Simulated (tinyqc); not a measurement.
# Error from band bending against le

In A the levels shift by pb (1 - z/W)^2 for z < W. The signal from depth z is weighted by exp(-z/le)/le, so the centroid shifts by pb [1 - 2/a + (2/a^2)(1 - exp(-a))], a = W/le, and the error of iA against its value at the interface is that less pb.

Values chosen for this exercise:

| symbol | value | unit | meaning |
|---|---|---|---|
| pb | -0.62 | V | band bending in A at the interface |
| W | 90 | nm | width of the bent region |

Result of one run:
```
le (nm),a,centroid shift (eV),error (meV)
4.8,18.75,-0.5574,62.61
```

What becomes of these results when the escape depth le is changed from 4.8 to 9.1 nm, all else the same?

Result of the changed run:
```
le (nm),a,centroid shift (eV),error (meV)
9.1,9.890,-0.5073,112.7
```

The whole series:
```
le (nm),a,centroid shift (eV),error (meV)
0.5,180.0,-0.6131,6.851
1.9,47.37,-0.5944,25.63
3.4,26.47,-0.5749,45.07
4.8,18.75,-0.5574,62.61
6.2,14.52,-0.5405,79.54
7.7,11.69,-0.5230,97.01
9.1,9.890,-0.5073,112.7
10.6,8.491,-0.4912,128.8
12,7.500,-0.4767,143.3
```

The size of the error rises from 6.85 to 143 meV; for large a it is 2 |pb|/a. It is below 50 meV, a typical accuracy of the method, in 3 of the 9 rows. Heavily doped substrates and deep-probing photons need the correction.

Numbers from tinyqc (`OMP_NUM_THREADS=1 python tinyqc.py 2410001 2410002 out.jsonl`; about 0.01 s on one thread of a shared Intel Xeon 2.30GHz).
